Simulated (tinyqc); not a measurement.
# Classical Heisenberg spin chain: exact results, Metropolis, heat-bath and over-relaxation steps, and a Monte Carlo run, step by step

A worked calculation. Computed by tinyqc, a small Python program that keeps every step. Command: `OMP_NUM_THREADS=1 python tinyqc.py 3130282 3130283 out.jsonl heismc walk`. One thread of a shared host (Intel(R) Xeon(R) Processor @ 2.30GHz), about 0.3 s of CPU time with the checks. Intermediate numbers are printed to about 6 digits and carried at full precision; extremes and crossings named in words are read from the listed rows.

E = -J sum_i s_i . s_(i+1) for unit vectors s_i on an open chain; K = J/(k_B T).

Inputs (values chosen for the exercise, for a model chain of large moments):
```
quantity,value,unit
coupling J,18,meV
temperature T,127,K
moment mu,3.4,mu_B
length N of the open chain,12,-
seed,663117,-
```

Update: heat bath with over-relaxation.

Constants: k_B = 8.617333262e-05 eV/K; mu_B = 5.7883818060e-05 eV/T.

## Exact results

Each bond angle is independent, so u = <s_i . s_(i+1)> = coth K - 1/K, <s_i . s_(i+n)> = u^n, correlation length xi = -1/ln|u|, energy per bond -J u, heat capacity per bond c/k_B = 1 - K^2/sinh^2 K, and for the long chain chi = mu^2 (1 + u)/(3 k_B T (1 - u)) per spin.

K = 1.64473

u = 0.469433

xi = 1.32235 sites

energy per bond = -8.44979 meV

heat capacity = 0.564841 k_B/bond

chi over the Curie value = 2.76955

chi = 0.0564451 mu_B/T per spin

## Finite chain

For N spins, <|sum s|^2>/N = (1 + u)/(1 - u) - 2 u (1 - u^N)/(N (1 - u)^2); the long chain has (1 + u)/(1 - u), chi over the Curie value, and the difference is relative to it.

<|sum s|^2>/N = 2.49165

difference from the long chain = -10.0342 %

## Four single-spin steps

four neighbouring spins (rows; components x, y, z):
```
,1,2,3
1,0.6338,0.6843,-0.3606
2,0.8006,-0.2920,-0.5233
3,0.3236,0.1262,0.9378
4,0.3118,-0.3903,0.8663
```

random numbers, one row a step:
```
,1,2,3
1,0.6677,0.1374,0.5298
2,0.5127,0.1410,0.0834
3,0.0218,0.7721,0.2663
4,0.4706,0.8084,0.1239
```

The given spins are first normalised. Spins 2 and 3 are updated in turn, with h = K (sum of the two neighbours). Heat bath: cos(theta) = 1 + ln(1 - r1 (1 - exp(-2 |h|)))/|h| about n = h/|h|, azimuth 2 pi r2 = phi in the frame a = n x z/|n x z|, b = n x a: s = n cos(theta) + sin(theta)(a cos(phi) + b sin(phi)); r1, r2 are the first two numbers of the row. Steps 2 and 4 are reflections, s -> 2 (s . h) h/|h|^2 - s, which keep the energy and use no random number.

Steps:
```
spin,|h|,h . s before,h . s after,move,x,y,z
2,2.27103,0.37465,1.19049,heat bath,0.927547,0.060065,-0.368848
3,2.26261,1.35827,1.35827,reflection,0.758059,-0.414402,-0.503605
2,2.73094,2.67432,2.70899,heat bath,0.898884,0.156466,-0.409299
3,2.16285,1.29033,1.29033,reflection,0.340454,0.202237,0.918255
```

## A run and its error bars

From the ordered state (alternating for J < 0), with each spin drawn from exp(h . s), h = K x sum of neighbours, 200 sweeps are discarded and 1600 recorded (even and odd sites in turn, each heat-bath sweep followed by two sweeps of reflections; random numbers not printed, so these rows are one sample). Errors are the scatter of block means over sqrt(number of blocks).

Blocking:
```
block length,mean bond product,error,<|sum s|^2>/N,error
1,0.475588,0.00349698,2.51508,0.0420940
4,0.475588,0.00381784,2.51508,0.0456480
16,0.475588,0.00388580,2.51508,0.0472378
40,0.475588,0.00356144,2.51508,0.0463837
80,0.475588,0.00378710,2.51508,0.0486647
```

With blocks of 40 the bond product is 1.7 error bars from the exact u = 0.4694, and <|sum s|^2>/N is 0.5 from the exact 2.492. Blocking to 40 changes the two errors by factors 1.0 and 1.1.

Checks made by the program: c against a difference of the energy (relative difference 1e-09).
